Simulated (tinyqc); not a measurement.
# Which input was changed?

Model: donor in an ellipsoidal valley (Kohn-Luttinger variational method). Computed by tinyqc, a small Python program. Command: `OMP_NUM_THREADS=1 python tinyqc.py 3030565 3030566 out.jsonl kohnlutt which`. One thread of a shared host (Intel(R) Xeon(R) Processor @ 2.30GHz), about 0.5 s of CPU time with the checks.

H = -(d^2/dx^2 + d^2/dy^2) - gamma d^2/dz^2 - 2/r in units built on m_t, with gamma = m_t/m_l and z along the valley axis. One valley; no valley-orbit or central-cell term.

Inputs (values chosen for the exercise, modelled on 3C-SiC): transverse mass m_t = 0.249 m_0; longitudinal mass m_l = 0.662 m_0; dielectric constant eps = 9.44.

Constants: Ry = 13.605693123 eV; a_0 = 0.529177210903 angstrom.

Method:
- Ry* = Ry m_t/eps^2, a* = a_0 eps/m_t, gamma = m_t/m_l.
- Trial function exp(-sqrt((x^2 + y^2)/a^2 + z^2/b^2)) with beta = b/a < 1: E = t/a^2 - u/a, t = (2 + gamma/beta^2)/3, u = 2 arcsin(sqrt(1 - beta^2))/sqrt(1 - beta^2); the best a is 2 t/u and E(beta) = -u^2/(4 t).
- Golden-section search on beta from 0.05 to 0.999, 60 steps.
- Gaussian basis: g = P exp(-al (x^2 + y^2) - be z^2) with P = 1 (s-like), z (2p0) or x (2p+-); al = 0.004 x 2.6^k, k = 0..11, and be/al = 1, gamma^(-1/2) or 1/gamma (36 functions); 1/r = (2/sqrt(pi)) int exp(-t^2 r^2) dt by 48 Gauss-Legendre points after t = sqrt(al_i + al_j) tan(theta); overlap eigenvalues below 1e-10 are dropped.

Problem. One of these inputs alone was changed, within the range given: transverse mass m_t (0.1245 to 0.498); longitudinal mass m_l (0.331 to 1.324); dielectric constant eps (4.72 to 18.88). Which one, and to what value?

Results; columns: (1) run; (2) 2p+- binding energy (meV); (3) 1s binding energy, trial function (meV); (4) radius b of the 1s trial function (angstrom):
```
(1)          (2)       (3)       (4)
before  11.26179  51.12304  11.71848
after   13.73886  60.54963  10.50177
```

Solution.

Each candidate set to reproduce 2p+- binding energy, and what it then gives; columns: (1) candidate; (2) range searched; (3) value needed; (4) 1s binding energy, trial function (meV); (5) radius b of the 1s trial function (angstrom):
```
(1)                                      (2)           (3)     (4)     (5)
transverse mass m_t (m_0)    0.1245 to 0.498        0.3150  60.550  10.502
longitudinal mass m_l (m_0)   0.331 to 1.324  out of reach       -       -
dielectric constant eps        4.72 to 18.88         8.547  62.368  10.610
```

Only transverse mass m_t fits every result: it went from 0.249 to 0.315 m_0. The next best candidate, dielectric constant eps, misses one result by 3.0 %.
